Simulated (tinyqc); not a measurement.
# Changing the C44

Model: anisotropic elasticity and sound waves of a cubic crystal. Computed by tinyqc, a small Python program. Command: `OMP_NUM_THREADS=1 python tinyqc.py 3013829 3013830 out.jsonl cubicelastic sweep`. One thread of a shared host (Intel(R) Xeon(R) Processor @ 2.30GHz), about 0.01 s of CPU time with the checks.

Voigt order 1..6 = xx, yy, zz, yz, xz, xy, with engineering shear strains. The rotated frame has x' as named, z' along the wafer normal and y' = z' x x'.

Inputs (values chosen for the exercise, modelled on germanium):
```
quantity                                value   unit
C11                                     128.4    GPa
C12                                     48.15    GPa
expansion coefficient of the film           6  ppm/K
expansion coefficient of the substrate    5.7  ppm/K
cooling Delta T                           700      K
```

Frame: (112) wafer, x' along [1-10].

direction cosines a (rows x', y', z' in the cube axes):
```
            x           y           z
x'  0.7071068  -0.7071068   0.0000000
y'  0.5773503   0.5773503  -0.5773503
z'  0.4082483   0.4082483   0.8164966
```

Method:
- S11 = (C11 + C12)/D, S12 = -C12/D, D = (C11 - C12)(C11 + 2 C12), S44 = 1/C44. Zener ratio A = 2 C44/(C11 - C12); S0 = S11 - S12 - S44/2; H = 2 C44 + C12 - C11.
- C'_ijkl = C12 delta_ij delta_kl + C44 (delta_ik delta_jl + delta_il delta_jk) - H sum_m a_im a_jm a_km a_lm.
- Invert C' to S'. E along x' = 1/S'11, along y' = 1/S'22; Poisson ratios nu(x'y') = -S'12/S'11 and nu(x'z') = -S'13/S'11; in-plane shear modulus 1/S'66.
- On cooling, a thick substrate imposes eps_1 = eps_2 = (alpha_film - alpha_substrate) Delta T and eps_6 = 0; the free surface sets sigma_3 = sigma_4 = sigma_5 = 0, which fixes eps_3, eps_4, eps_5. Biaxial modulus M = (sigma_1 + sigma_2)/(2 eps); energy density M eps^2. Elastic response and constant coefficients are assumed.

One run for each value:
```
C44 (GPa)  Zener ratio A  E along x' (GPa)  E along y' (GPa)  biaxial modulus M (GPa)  nu(x'y')  nu(x'z')
12.0              0.2991             40.99             34.17                    70.07   0.50855   0.30901
16.8              0.4187             54.23             46.89                    87.93   0.45752   0.30116
23.6              0.5882             70.65             64.07                   107.80   0.39416   0.29141
33.0              0.8224             89.80             86.32                   128.37   0.32031   0.28005
46.1              1.1489            111.32            114.76                   148.92   0.23731   0.26728
64.5              1.6075            134.48            150.34                   168.79   0.14799   0.25354
90.2              2.2480            157.93            193.09                   187.38   0.05753   0.23962
126.0             3.1402            180.36            242.19                   204.49  -0.02899   0.22631
177.0             4.4112            201.10            297.03                   220.57  -0.10896   0.21401
```

Describe and explain the trends.

Over the rows, Zener ratio A rises from 0.299 to 4.41 (exponent d ln y / d ln x about 1.0 throughout); E along x' (GPa) rises from 41.0 to 201 (exponent d ln y / d ln x 0.83 between the first rows and 0.32 between the last); E along y' (GPa) rises from 34.2 to 297 (exponent d ln y / d ln x 0.94 between the first rows and 0.60 between the last); biaxial modulus M (GPa) rises from 70.1 to 221 (exponent d ln y / d ln x 0.67 between the first rows and 0.22 between the last). The crystal is isotropic at C44 = (C11 - C12)/2 = 40.1 GPa.
